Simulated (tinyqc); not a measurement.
First phase against the interface composition: thermodynamics of metal silicides: hull, first phase, silicon consumed, nucleation and stability against SiO2. Computed by tinyqc, a small Python program. Command: `OMP_NUM_THREADS=1 python tinyqc.py 3024207 3024208 out.jsonl silphase walk`. One thread of a shared host (Intel(R) Xeon(R) Processor @ 2.30GHz), about 0.01 s of CPU time with the checks.

Entropies of formation of the solids are neglected, so heats stand for free energies. Si fractions: M2Si 0.3333, MSi 0.5000, MSi2 0.6667.

Inputs (values chosen for the exercise, of the order of those of cobalt silicides for heats and volumes only): heat of formation of M2Si = -37.8 kJ/mol atoms; heat of formation of MSi = -49.1 kJ/mol atoms; heat of formation of MSi2 = -36 kJ/mol atoms.

Phases: M2Si, MSi, MSi2.

Method. Effective heat of formation: at the interface the mixture has the Si fraction x_e; the limiting element scales the heat, H_eff = H x_e/x if x_e < x, H (1 - x_e)/(1 - x) otherwise. The rule names the most negative as the first phase; its restriction to congruently melting phases is left out here.

H_eff (kJ/mol atoms):
```
x_e      M2Si      MSi    MSi2  first phase
0.10  -11.340   -9.820   -5.40         M2Si
0.20  -22.680  -19.640  -10.80         M2Si
0.30  -34.020  -29.460  -16.20         M2Si
0.36  -36.288  -35.352  -19.44         M2Si
0.42  -32.886  -41.244  -22.68          MSi
0.48  -29.484  -47.136  -25.92          MSi
0.54  -26.082  -45.172  -29.16          MSi
0.60  -22.680  -39.280  -32.40          MSi
0.66  -19.278  -33.388  -35.64         MSi2
0.75  -14.175  -24.550  -27.00         MSi2
```

What does the comparison show, and why?

Each phase is a triangle with its apex at its own composition. In order of x_e the first phase is M2Si, then MSi, then MSi2. On either side of all three the ranking is that of H/x (Si-poor) or H/(1 - x) (Si-rich).
